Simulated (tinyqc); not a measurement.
# Worked calculation: power transistor in saturation, electro-thermal loop

tinyqc, about 0.01 s, one thread, Intel Xeon 2.30GHz (shared host): `OMP_NUM_THREADS=1 python tinyqc.py 2520063 2520064 out.jsonl` Printed values are rounded.

One temperature T for the device, T = T0 + Rth P(T), with P(T) = V I0 (T/300 K)^(-al) [1 + kv (T - 300 K)/Vov]^2. The loop gain is Rth dP/dT; a solution is thermally stable when it is below one.

Inputs (values chosen for the exercise):
- T0 = 320 K (ambient temperature)
- V = 48 V (drain voltage)
- I0 = 0.52 A (saturation current at 300 K)
- al = 1.3 (exponent of the mobility)
- Vov = 1.2 V (overdrive at 300 K)
- kv = 1.1 mV/K (fall of the threshold with temperature)
- Rth = 4.6 K/W (thermal resistance)

## Iteration 1: temperature by substitution

T at the start = 320 K

P(T) = V I0 (T/300 K)^(-al) [1 + kv (T - 300 K)/Vov]^2; T(new) = T0 + Rth P(T).

P = 23.8006 W
T after iteration 1 = 429.483 K

## Iteration 2: temperature by substitution

As before.

P = 19.5927 W
T after iteration 2 = 410.126 K

## Course of the iteration: temperature by substitution

Stop when T changes by less than 1e-6 K, or after 200 iterations.

Course of the iteration:
```
iteration    T (K)  |change| (K)
1          429.483           109
2          410.126          19.4
3          412.683          2.56
4          412.329         0.354
5          412.378        0.0487
6          412.371       6.70e-3
7          412.372       9.23e-4
8          412.372       1.27e-4
9          412.372       1.75e-5
10         412.372       2.41e-6
11         412.372       3.32e-7
```

Converged in 11 iterations. At the end each change is about 0.14 times the one before, with alternating sign: linear convergence.

## Loop gain and effective thermal resistance

converged T = 412.372 K

P(T) = V I0 (T/300 K)^(-al) [1 + kv (T - 300 K)/Vov]^2; P'(T) = P [-al/T + 2 kv/(Vov + kv (T - 300 K))]; G = Rth P'. A small change of T0 changes T by 1/(1 - G) times as much.

P = 20.0809 W
G = -0.137669
dT/dT0 = 0.878990

The feedback is negative: heating lowers the power, and the device steadies itself.
